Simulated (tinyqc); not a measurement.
Inside a calculation. Method: CCD on RHF in the sto-3g basis, for H2, spin multiplicity 1. One step of it, computed by the program tinyqc.

Question. Iteration 3 (converged): orbitals. Diagonalise F' = X^T F X, C = X C', fill 1 alpha and 1 beta electrons from the bottom; D = 2 C_occ C_occ^T. Each column has its largest component positive (the first on a tie).

converged F (hartree):
```
           1H 1s      2H 1s
1H 1s  -0.350273  -0.580728
2H 1s  -0.580728  -0.350273
```

X:
```
           1H 1s      2H 1s
1H 1s   1.225422  -0.444931
2H 1s  -0.444931   1.225422
```

Give: F' = X^T F X; orbital energies; coefficients C; D after iteration 3.

Answer.

F' = X^T F X (hartree):
```
        1       2
1   0.038  -0.605
2  -0.605   0.038
```

orbital energies (hartree): MO1 -0.567, MO2 0.643

coefficients C:
```
         MO1     MO2
1H 1s  0.552   1.181
2H 1s  0.552  -1.181
```

D after iteration 3:
```
       1H 1s  2H 1s
1H 1s  0.609  0.609
2H 1s  0.609  0.609
```
